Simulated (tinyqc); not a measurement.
# CMOS latch-up, two-transistor model: what changes with what

A parasitic pnp (emitter at Vdd, base shunted by Rw) and npn (emitter at ground, base shunted by Rs) feed each other: the npn collector current flows out of the pnp base node, the pnp collector current into the npn base node. Forward-active transistors with constant gains: Icn = Isn exp(Vn/Vt), Icp = Isp (exp(Vp/Vt) - 1). A current Ii is injected into the npn base node.

Inputs (values chosen for the exercise); values close to those of bulk CMOS: temperature T = 293 K; current gain of the npn bn = 6.5; current gain of the pnp bp = 5; saturation current of the npn at T Isn = 2.1e-15 A; saturation current of the pnp at T Isp = 8.6e-17 A; substrate resistance shunting the npn Rs = 52 ohm; well resistance shunting the pnp Rw = 220 ohm; resistance from the pnp collector to the npn base R2 = 150 ohm; base-emitter voltage in the on state Von = 0.74 V; saturation voltage Vsat = 0.17 V; supply voltage Vdd = 3.3 V.

Constants: q = 1.602176634e-19 C, kB = 1.380649e-23 J/K, Vt = kB T/q. Results are converted to the units shown.

Each table varies one quantity; the others keep the values above.

## Effect of the well resistance shunting the pnp

Node equations: Vp/Rw + Icp/bp = Icn and Vn/Rs + Icn/bn = Icp + Ii. Loop gain G = gn gp/[(1/Rw + gp/bp)(1/Rs + gn/bn)], gn = Icn/Vt, gp = (Icp + Isp)/Vt; the off state ends where G = 1, and Ii there is the trigger current. On state with both base-emitter voltages at Von: npn base current Ib = (Von/Rs + bp Von/Rw)/(bn bp - 1), holding current Ih = (bn + 1) Ib + Von/Rs, holding voltage Vh = Vsat + Von + R2 (Ib + Von/Rs).

Effect of the well resistance shunting the pnp:
```
Rw (ohm),Vn at trigger (V),trigger current (mA),Ih (mA),Vh (V)
22,0.76699,19.584,57.662,3.9132
42,0.75016,16.897,38.594,3.5319
82,0.73280,15.324,28.362,3.3272
160,0.71554,14.372,23.125,3.2225
310,0.69859,13.737,20.461,3.1692
590,0.68223,13.267,19.112,3.1422
1100,0.66655,12.886,18.420,3.1284
2200,0.64943,12.507,18.019,3.1204
```

What does the table show?

As Rw goes from 22 to 2200 ohm, the trigger current falls from 19.6 to 12.5 mA, Ih falls from 57.7 to 18.0 mA and Vh falls from 3.91 to 3.12 V. Vh exceeds the supply Vdd = 3.3 V, which then cannot sustain a latched state, in 3 of the 8 rows. For Rw = 22 the holding current passes 50 mA, where high injection lowers the gains. For Rw = 22, 42 Vn at the trigger exceeds the fixed Von of the on-state formulas, so Ih and Vh are too low there.

## Effect of the resistance from the pnp collector to the npn base

Same model as above.

The same in every row: Vn at trigger (V) = 0.7074; trigger current (mA) = 14.04; Ih (mA) = 21.62.

Effect of the resistance from the pnp collector to the npn base:
```
R2 (ohm),Vh (V)
5,0.9861
14,1.123
37,1.473
100,2.432
270,5.018
740,12.17
2000,31.34
```

As R2 goes from 5 to 2000 ohm, the trigger current stays at 14.0 mA, Ih stays at 21.6 mA and Vh rises from 0.986 to 31.3 V. Vh exceeds the supply Vdd = 3.3 V, which then cannot sustain a latched state, in 3 of the 7 rows.

Numbers from tinyqc (`OMP_NUM_THREADS=1 python tinyqc.py 2670030 2670031 out.jsonl`; about 0.04 s on one thread of a shared Intel Xeon 2.30GHz).
